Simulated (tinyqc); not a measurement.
Worked calculation: Stillinger-Weber potential for a tetrahedral semiconductor. Computed by tinyqc, a small Python program that keeps every step. Command: `OMP_NUM_THREADS=1 python tinyqc.py 3000355 3000356 out.jsonl swsi walk`. One thread of a shared host (Intel(R) Xeon(R) Processor @ 2.30GHz), about 0.03 s of CPU time with the checks. Intermediate numbers are printed to about 6 digits and carried at full precision; extremes and crossings named in words are read from the listed rows.

With x = r/sigma: pair term eps A (B x^-4 - 1) exp(1/(x - a)); for each pair of neighbours j, k of atom i, three-body term eps lambda exp(gamma/(x_ij - a) + gamma/(x_ik - a)) (cos theta_jik + 1/3)^2; both vanish beyond x = a. A = 7.049556277, B = 0.6022245584, a = 1.8.

Inputs (values chosen for the exercise, modelled on germanium):

| quantity | value | unit |
|---|---|---|
| energy scale eps | 1.824 | eV |
| length scale sigma | 2.193 | angstrom |
| three-body strength lambda | 33.6 | - |
| gamma | 1.3 | - |
| bond 1 of the trimer | 2.22 | angstrom |
| bond 2 of the trimer | 2.48 | angstrom |
| angle of the trimer theta | 122 | degrees |

displacement of one atom (angstrom): 0.033  0.11  0.074

Constants: 1 eV/angstrom^3 = 160.2176634 GPa.

## A trimer

Atom 1 binds atoms 2 and 3 at the angle theta; the third side follows from the cosine rule. Sum the three pair terms and the three-body terms centred on each atom.

distance 2-3 = 4.11264 angstrom

pair terms (eV): 1-2 -1.54098, 1-3 -1.82267, 2-3 0.00000

three-body term at atom 1 = 0.0651556 eV

three-body terms at atoms 2 and 3 = 0 eV

energy of the trimer = -3.29849 eV

The cut-off is 3.947 angstrom, so atoms 2 and 3 do not interact directly.

## The diamond lattice

All angles are tetrahedral, so only the pair term acts; its minimum lies at x = 2^(1/6) with depth eps, and second neighbours lie beyond the cut-off. a0 = 4 d/sqrt3; E = -2 eps per atom.

bond length d = 2.46156 angstrom

lattice constant a0 = 5.68473 angstrom

energy per atom = -3.648 eV

## Elastic constants and internal strain

Second derivatives of the energy per atom, volume a0^3/8: e_xx gives C11, e_xx = -e_yy gives 2 (C11 - C12), e_xy = e_yx = h/2 gives the unrelaxed C44(0). Under that shear the second sublattice shifts by u_z; minimising over u_z gives C44 = C44(0) - E_hu^2/(E_uu V) and Kleinman's zeta = |E_hu/E_uu|/(a0/4). The optical force constant is k = 4 E_uu, with M omega^2 = k at the zone centre.

C11 = 118.077 GPa

C12 = 52.5530 GPa

unrelaxed C44(0) = 81.6748 GPa

C44 = 47.0905 GPa

internal strain zeta = 0.578010

optical force constant k = 29.3831 eV/angstrom^2

Internal relaxation lowers C44 by 42 %. zeta = 1 would keep all bond lengths equal under shear and 0 would move atoms with the lattice; the value here is 0.58. Caution: the original fit to silicon is too soft in shear (C44) and too stiff for the optical mode.

## One atom displaced in the eight-atom cell

Cubic cell of side a0 with periodic images; atoms 1 to 4 at (0,0,0), (0,1/2,1/2), (1/2,0,1/2), (1/2,1/2,0), atoms 5 to 8 shifted by (1/4,1/4,1/4). Atom 5 is moved by u. Forces are minus the gradient of the total energy.

bond lengths from atom 5 to atoms 1 to 4 (angstrom): 2.58742  2.37671  2.46708  2.42525

rise of the pair energy = 0.0929961 eV

three-body energy = 0.0340038 eV

forces (eV/angstrom):
```
               x         y         z
atom 5  -0.30788  -1.50997  -0.97846
atom 1   0.42910   0.54616   0.49439
atom 2  -0.32740   0.52862   0.46610
atom 3   0.02662   0.16444   0.10097
atom 4   0.18621   0.32383  -0.05041
```

Bond bending carries 27 % of the energy rise. The four neighbours take up a total force of 1.888 against 1.825 eV/angstrom on atom 5; the difference acts on atoms 6 to 8.

## Diamond against structures with more neighbours

Each structure is relaxed in its neighbour distance d (lowest minimum for d between sigma and 1.7 sigma), with all neighbours inside the cut-off, second shells too where they fall inside.

Energies per atom (eV):

| structure | first neighbours | d (angstrom) | pair | three-body | total | volume (angstrom^3) |
|---|---|---|---|---|---|---|
| diamond | 4 | 2.46156 | -3.64800 | 0.00000 | -3.64800 | 22.9635 |
| simple cubic | 6 | 2.77479 | -4.54760 | 1.26354 | -3.28406 | 21.3643 |
| bcc | 8 | 2.94760 | -5.29079 | 1.85770 | -3.43309 | 19.7145 |
| fcc | 12 | 3.07880 | -5.22038 | 1.84319 | -3.37719 | 20.6361 |

The order is diamond < bcc < fcc < simple cubic, the lowest two 0.215 eV apart. Against diamond the pair energy changes by -0.90 (simple cubic), -1.64 (bcc), -1.57 (fcc) eV, while angles away from 109.47 degrees cost 1.26, 1.86, 1.84 eV; the bonds stretch to 3.08 angstrom in fcc to weaken that penalty.

Checks made by the program: lattice sum at a0 (relative difference below 1e-10); B from the pair term alone, phi''(d)/(3 a0), against (C11 + 2 C12)/3 (relative difference 5e-07).
